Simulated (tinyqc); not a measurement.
## Elastic trap-assisted tunnelling through a dielectric: effect of the trap depth

Emitter at x = 0 (Fermi level 0), collector at x = t (Fermi level -V), band edge U(x) = phi - F x, F = V/t. A trap at x has the energy E = U(x) - Et. With G(u) = (4/(3 F)) sqrt(mo/C) max(u, 0)^1.5, C = hbar^2/(2 m0): S1 = G(phi - E) - G(Et), S2 = G(Et) - G(phi - V - E), T1,2 = exp(-S1,2). The steady rate through one trap is nu T1 T2 (f1 - f2)/(T1 + T2), f1 = f(E), f2 = f(E + V), f(y) = 1/(1 + exp(y/Vt)); both contacts offer states at E.

J = q Nt times the integral of the rate over x. Direct S = (4/(3 F)) sqrt(mo/C) [phi^1.5 - max(phi - V, 0)^1.5].

Inputs (values chosen for the exercise); dielectric values close to those of silicon dioxide:
- T = 300 K (temperature)
- phi = 3.14 eV (barrier above the emitter Fermi level)
- mo = 0.52 m0 (tunnelling mass)
- t = 6 nm (thickness)
- Nt = 1.5e17 cm^-3 (trap density)
- nu = 1e14 1/s (attempt frequency)
- V = 2.54 V (voltage)

Constants: q = 1.602176634e-19 C, kB = 1.380649e-23 J/K, hbar = 1.054571817e-34 J s, m0 = 9.1093837015e-31 kg, Vt = kB T/q, hbar^2/(2 m0) = 0.0380998212 eV nm^2. Results are converted to the units shown.

The same in every row: direct S = 59.3.

Effect of the trap depth:

| Et (eV) | J (A/cm^2) | x of the peak over t | larger S there |
|---|---|---|---|
| 1.41 | 1.61e-15 | 0.667 | 44.2 |
| 1.67 | 4.46e-13 | 0.565 | 38.6 |
| 1.92 | 1.27e-10 | 0.467 | 32.7 |
| 2.18 | 1.93e-9 | 0.414 | 30.8 |
| 2.43 | 2.39e-10 | 0.424 | 33.0 |
| 2.69 | 2.66e-11 | 0.433 | 35.1 |
| 2.94 | 3.82e-12 | 0.440 | 36.9 |
| 3.2 | 5.82e-13 | 0.445 | 38.7 |
| 3.45 | 1.06e-13 | 0.450 | 40.4 |

J goes from 1.61e-15 through a maximum of 1.93e-9 (at Et = 2.18 eV among the rows listed) to 1.06e-13 A/cm^2. Shallow traps near the emitter lie above its Fermi level and stay empty, while deep traps face higher barriers, so a middle depth conducts best.

Range of the model: Phonon-assisted (inelastic) capture, chains of traps and a spread of trap depths are left out.

Numbers from tinyqc (`OMP_NUM_THREADS=1 python tinyqc.py 2370158 2370159 out.jsonl`; about 0.05 s on one thread of a shared Intel Xeon 2.30GHz).
